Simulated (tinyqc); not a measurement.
Millisecond and nanosecond annealing: surface heating, thermal budget and solid-phase regrowth: one step, computed by the program tinyqc.

A square pulse heats the surface of a thick wafer with constant thermal properties; losses by radiation are neglected and silicon melts at 1414 C.

Question. Temperature in depth and time. Absorbed flux q = (1 - R) fluence/t_p; kappa = k/c. With f(z, t) = (2 q/k) sqrt(kappa t) ierfc(z/(2 sqrt(kappa t))), ierfc(x) = exp(-x^2)/sqrt(pi) - x erfc(x): T = T0 + f(z, t) during the pulse and T0 + f(z, t) - f(z, t - t_p) after it.

Inputs (values chosen for the exercise, modelled on hot silicon with boron):

| quantity | value | unit |
|---|---|---|
| incident fluence | 16 | J/cm^2 |
| pulse length t_p | 0.0002 | s |
| reflectance R | 0.54 | - |
| thermal conductivity k | 0.26 | W/(cm K) |
| heat capacity per volume c | 2.29 | J/(cm^3 K) |
| preheat temperature T0 | 500 | C |

Source: scanned laser.

thermal length sqrt(kappa t_p) = 47.65231 um

Give: Temperature (C).

Answer.

Temperature (C):

| t/t_p | surface | z = 0.5 thermal lengths | z = 1 | z = 2 |
|---|---|---|---|---|
| 0.10 | 741 | 539.9 | 502.7 | 500.0 |
| 0.25 | 881 | 634.7 | 533.9 | 500.7 |
| 0.50 | 1038 | 766.8 | 612.4 | 511.5 |
| 0.75 | 1159 | 876.0 | 692.9 | 535.5 |
| 1.00 | 1261 | 970.9 | 769.3 | 567.8 |
| 1.10 | 1058 | 966.0 | 795.9 | 582.1 |
| 1.50 | 894 | 866.6 | 796.4 | 632.3 |
| 2.00 | 815 | 801.6 | 764.3 | 657.0 |
| 4.00 | 704 | 700.3 | 689.7 | 652.8 |
| 10.00 | 624 | 622.7 | 620.3 | 611.1 |

One tenth of a pulse length after the end the surface has lost 204 C: cooling starts as sqrt(t - t_p), much faster than heating ends.
